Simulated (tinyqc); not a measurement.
Inside a calculation. Model: threshold of a short bulk MOSFET: charge sharing, barrier lowering, narrow width.

tinyqc, about 0.01 s, one thread, Intel Xeon 2.30GHz (shared host): `OMP_NUM_THREADS=1 python tinyqc.py 2002123 2002124 out.jsonl` Printed values are rounded.

n-channel device on a p-type body, depletion approximation, full ionisation. Uniform doping N = Na. Vbi from Boltzmann statistics is rough for the degenerate source. Cox = eps0 eox/tox.

Parameters, values chosen for the exercise; band and dielectric values close to those of silicon:
```
symbol    value   unit                                                                 meaning
T           350      K                                                             temperature
Eg         1.13     eV                                                                band gap
eps_r      11.8                                                          relative permittivity
Nc      3.59e19  cm^-3                                  conduction-band density of states at T
Nv      3.38e19  cm^-3                                     valence-band density of states at T
eox         3.9         relative permittivity of the gate insulator (close to silicon dioxide)
tox         9.4     nm                                                     insulator thickness
Na       9.3e16  cm^-3                                                          channel doping
Nsd        1e20  cm^-3                                                 source and drain doping
Vfb       -0.95      V                                     flat-band voltage for the doping Na
xj           55     nm                                                          junction depth
Vbs          -1      V                                                     body-source voltage
Vds         1.2      V                                                    drain-source voltage
W          1000     nm                                                              gate width
xw       0.7854                      shape factor of the fringing depletion at the width edges
L           510     nm                                                          channel length
```

Constants: q = 1.602176634e-19 C, kB = 1.380649e-23 J/K, Vt = kB T/q, eps0 = 8.8541878128e-14 F/cm where lengths are in cm. Results are converted to the units shown.

## Long-channel threshold and scales

ni = sqrt(Nc Nv) exp(-Eg/(2 Vt)), Eg in volts; 2 pB = 2 Vt ln(N/ni); flat band Vfb - Vt ln(N/Na); Wd = sqrt(2 eps0 eps_r (2 pB - Vbs)/(q N)); body term q N Wd/Cox; long-channel VT0 = flat band + 2 pB + body term; Vbi = Vt ln(N Nsd/ni^2); scale length l = sqrt((eps_r/eox) tox Wd).

N = 9.3e16 cm^-3
2 pB = 0.7725506 V
flat band = -0.95 V
Wd = 157.6642 nm
body term = 0.6395005 V
VT0 = 0.4620510 V
Vbi = 0.9830819 V
l = 66.96365 nm

## Short-channel and narrow-width shifts

Charge sharing (trapezoid; it ignores Vds): F = (xj/L)(sqrt(1 + 2 Wd/xj) - 1), lowering = body term times F. Barrier lowering: th = exp(-L/(2 l)) + 2 exp(-L/l), lowering = th [2 (Vbi - 2 pB) + Vds], DIBL = th. Narrow width: rise = body term times xw Wd/W. VT by each model = VT0 - lowering + rise.

F = 0.1719935
lowering by charge sharing = 109.9900 mV
th = 0.02317667
lowering of the barrier = 37.57082 mV
DIBL = 23.17667 mV/V
narrow-width rise = 79.18899 mV
VT, charge sharing = 0.4312501 V
VT, barrier lowering = 0.5036692 V

L is 7.62 scale lengths. The charge-sharing lowering is 2.93 times the barrier lowering; the first falls off as 1/L and the second exponentially. Both describe the same loss of gate control, so they are alternatives and are not added.
